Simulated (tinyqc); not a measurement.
Classical nucleation, growth and JMAK kinetics of crystallisation from a melt or glass: one step, computed by the program tinyqc.

A spherical nucleus with a sharp interface of isotropic energy gamma; lambda = Omega^(1/3) is the jump distance.

Question. Critical nucleus. Driving force per volume: dG = H [(T_m - T)/T_m] [2 T/(T_m + T)]. Shape factor f = 1. W(r) = f [4 pi r^2 gamma - (4/3) pi r^3 dG]; r* = 2 gamma/dG; W* = f 16 pi gamma^3/(3 dG^2); n* = f (4/3) pi r*^3/Omega.

Inputs (values chosen for the exercise, for a model substance): melting point T_m = 1430 K; heat of melting per volume H = 3070 J/cm^3; interface energy gamma = 0.268 J/m^2; atomic volume Omega = 15.4 angstrom^3; temperature T = 938 K.

Nucleation: homogeneous. Driving force: Thompson-Spaepen.

Constants: e = 1.602176634e-19 C; k_B = 1.380649e-23 J/K.

Give: driving force dG; shape factor f; critical radius r*; barrier W*; atoms in the nucleus n*; W*/(k_B T).

Answer.

driving force dG = 836.8 J/cm^3

shape factor f = 1

critical radius r* = 0.6405 nm

barrier W* = 2.875 eV

atoms in the nucleus n* = 71.48

W*/(k_B T) = 35.57

W* equals n* Omega dG/2 = 2.875 eV.
